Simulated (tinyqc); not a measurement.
What each parameter does: temperature and isotope dependence of a band gap in oscillator models.

E(T) = E0 - sum_i sl_i th_i n_i(T), n = 1/(exp(th/T) - 1). The same coupling lowers the gap at 0 K by the zero-point term ZP = sum_i sl_i th_i/2, so the gap of the static lattice is E0 + ZP. Thermal expansion is taken as part of the slopes.

Inputs chosen for the exercise (near those of GaN; the results hold for these values, not for the real material):

| symbol | value | unit | meaning |
|---|---|---|---|
| E0 | 3.497 | eV | gap at 0 K |
| th | (197, 715) | K | temperatures of two oscillators |
| sl | (0.1946, 0.4134) | meV/K | their high-temperature slopes |
| T | 300 | K | temperature |

Gap at T, slope -sum sl_i (th_i/T)^2 n_i (1 + n_i) and ZP.

One parameter was then changed.

Results before and after:

| case | E(T) (eV) | dE/dT (meV/K) | ZP (meV) |
|---|---|---|---|
| base | 3.4257 | -0.4506 | 166.96 |
| changed | 3.4071 | -0.4789 | 166.96 |

Which of these changes was made? (a) th = (197, 858) K; (b) sl = (0.253, 0.4134) meV/K; (c) E0 = 3.507 eV; (d) T = 340 K.

Answer: (d) T = 340 K. Of the candidates, run in turn, only this one gives the changed row.

All candidates:

| case | E(T) (eV) | dE/dT (meV/K) | ZP (meV) |
|---|---|---|---|
| base | 3.4257 | -0.4506 | 166.96 |
| T = 340 K | 3.4071 | -0.4789 | 166.96 |
| E0 = 3.507 eV | 3.4357 | -0.4506 | 166.96 |
| th = (197, 858) K | 3.4342 | -0.4056 | 196.52 |
| sl = (0.253, 0.4134) meV/K | 3.4133 | -0.5070 | 172.71 |

Program tinyqc; command `OMP_NUM_THREADS=1 python tinyqc.py 1880234 1880235 out.jsonl`; about 0.01 s on one thread of a shared Intel(R) Xeon(R) Processor @ 2.30GHz.
